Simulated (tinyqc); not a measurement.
Bond length, ionicity and dielectric constant: Penn model of the dielectric constant and Phillips ionicity.

n = 32/a^3; Ep^2 = 8 pi c e2 n with c = hbar^2/2m0, e2 = e^2/(4 pi eps0); EF = c (3 pi^2 n)^(2/3); eps = 1 + (Ep/Eg)^2 S with S = 1 - Eg/(4 EF) + (Eg/(4 EF))^2/3, Eg the Penn gap. Core d shells are left out.

Phillips: bond length d = sqrt(3) a/4; homopolar gap Eh = 39.74 d^(-2.48) eV (d in angstrom); Eg^2 = Eh^2 + C^2; ionicity fi = C^2/Eg^2.

Constants: hbar^2/2m0 = 3.80998211 eV angstrom^2; e^2/(4 pi eps0) = 14.39964547 eV angstrom.

Each case gives a and C, chosen for the exercise.

Results:
```
case       a (angstrom)  C (eV)  Eh (eV)  Eg (eV)  Ep (eV)    eps     fi
near InSb         6.492    2.02     3.06     3.67    12.70  11.77  0.303
near ZnSe         5.687    6.06     4.25     7.40    15.49   4.70  0.670
near Ge           5.644    0.00     4.33     4.33    15.67  12.88  0.000
near AlAs         5.683    2.76     4.26     5.08    15.50   9.33  0.296
near Si           5.426    0.00     4.78     4.78    16.62  11.98  0.000
near GaAs         5.642    3.05     4.34     5.30    15.67   8.78  0.331
```

What can be read from this table?

eps runs from 4.70 (near ZnSe) to 12.88 (near Ge). Eg varies by a factor 2.02 and Ep by 1.31; the order of eps is not simply the reverse order of Eg, since Ep varies too. Without the d-shell correction the model runs low for the heavier compounds.

Computed by tinyqc, a small Python program: `OMP_NUM_THREADS=1 python tinyqc.py 1681653 1681654 out.jsonl` (the numbers bound the seed that draws the inputs); one thread of a shared host (Intel(R) Xeon(R) Processor @ 2.30GHz), about 0.01 s for the whole set of steps.
